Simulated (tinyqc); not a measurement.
Worked calculation: Hueckel theory of the pi electrons, for the molecule C=Cc1ccccc1 (SMILES; centres numbered as the heavy atoms are written). One step of it, computed by the program tinyqc.

Problem. Orbitals. Diagonalise; E = alpha + x beta with beta < 0, so the largest x are filled first; degenerate levels share their electrons. P = sum n_i c_ri c_si; each orbital has its largest coefficient positive (the first on a tie).

Hueckel matrix in units of beta (H = alpha + beta A), lower triangle:
```
,1C,2C,3C,4C,5C,6C,7C,8C
1C,0.000000
2C,1.000000,0.000000
3C,0.000000,1.000000,0.000000
4C,0.000000,0.000000,1.000000,0.000000
5C,0.000000,0.000000,0.000000,1.000000,0.000000
6C,0.000000,0.000000,0.000000,0.000000,1.000000,0.000000
7C,0.000000,0.000000,0.000000,0.000000,0.000000,1.000000,0.000000
8C,0.000000,0.000000,1.000000,0.000000,0.000000,0.000000,1.000000,0.000000
```

pi electrons, sum of z_r less the charge = 8

Give: x values; occupations; coefficients; charge and bond-order matrix P.

Solution.

x values: 2.1358  1.4142  1.0000  0.6622  -0.6622  -1.0000  -1.4142  -2.1358

occupations: 2.0000  2.0000  2.0000  2.0000  0.0000  0.0000  0.0000  0.0000

coefficients:
```
,MO1,MO2,MO3,MO4,MO5,MO6,MO7,MO8
1C,0.1441,0.3536,0.0000,0.5952,0.5952,0.0000,-0.3536,0.1441
2C,0.3077,0.5000,0.0000,0.3941,-0.3941,0.0000,0.5000,-0.3077
3C,0.5131,0.3536,0.0000,-0.3342,-0.3342,0.0000,-0.3536,0.5131
4C,0.3941,0.0000,0.5000,-0.3077,0.3077,0.5000,0.0000,-0.3941
5C,0.3286,-0.3536,0.5000,0.1305,0.1305,-0.5000,0.3536,0.3286
6C,0.3077,-0.5000,0.0000,0.3941,-0.3941,0.0000,-0.5000,-0.3077
7C,0.3286,-0.3536,-0.5000,0.1305,0.1305,0.5000,0.3536,0.3286
8C,0.3941,0.0000,-0.5000,-0.3077,0.3077,-0.5000,0.0000,-0.3941
```

charge and bond-order matrix P, lower triangle:
```
,1C,2C,3C,4C,5C,6C,7C,8C
1C,1.0000
2C,0.9113,1.0000
3C,0.0000,0.4059,1.0000
4C,-0.2527,0.0000,0.6101,1.0000
5C,0.0000,-0.0485,0.0000,0.6787,1.0000
6C,0.2042,0.0000,-0.3012,0.0000,0.6586,1.0000
7C,0.0000,-0.0485,0.0000,-0.3213,0.0000,0.6586,1.0000
8C,-0.2527,0.0000,0.6101,0.0000,-0.3213,0.0000,0.6787,1.0000
```
